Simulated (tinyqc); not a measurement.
MESFET, gradual channel with velocity saturation: one step of the calculation.

A uniformly doped n-type channel, depleted from the top by a Schottky gate; at channel potential V the depleted share of a is u = sqrt((Vbi - Vg + V)/Vp), s at the source. Electrons drift with v = mu E/(1 + mu E/vsat). Abrupt depletion edge, no series resistance, source at 0.

Question. Built-in and pinch-off voltages. Vbi = phiB - Vt ln(Nc/Nd); Vp = q Nd a^2/(2 eps0 eps_r); G0 = q mu Nd a W/L; Z = mu Vp/(vsat L); s = sqrt((Vbi - Vg)/Vp). VT = Vbi - Vp.

Inputs (values chosen for the exercise); material values those of a made-up semiconductor:

| symbol | value | unit | meaning |
|---|---|---|---|
| T | 250 | K | temperature |
| eps_r | 14.2 |  | relative permittivity of the semiconductor |
| Nc | 2.6e17 | cm^-3 | conduction-band density of states at T |
| Nd | 5.8e16 | cm^-3 | donor density of the channel |
| a | 270 | nm | channel thickness |
| mu | 4300 | cm^2/(V s) | low-field mobility at this doping |
| vsat | 9e6 | cm/s | saturation velocity |
| L | 1 | um | gate length |
| W | 100 | um | gate width |
| phiB | 0.81 | V | Schottky barrier |
| Vg | -1.3 | V | gate voltage |

Constants: q = 1.602176634e-19 C, kB = 1.380649e-23 J/K, Vt = kB T/q, eps0 = 8.8541878128e-14 F/cm where lengths are in cm. Results are converted to the units shown.

Find: Vbi; Vp; VT; G0; Z; s.

Answer.

Vbi = 0.7777 V
Vp = 2.694 V
VT = -1.916 V
G0 = 107.9 mS
Z = 12.87
s = 0.8782

Z = 12.9: velocity saturation dominates.

Computed by the program tinyqc: `OMP_NUM_THREADS=1 python tinyqc.py 2500025 2500026 out.jsonl`, one thread of a shared Intel Xeon 2.30GHz, about 0.04 s for the whole run.
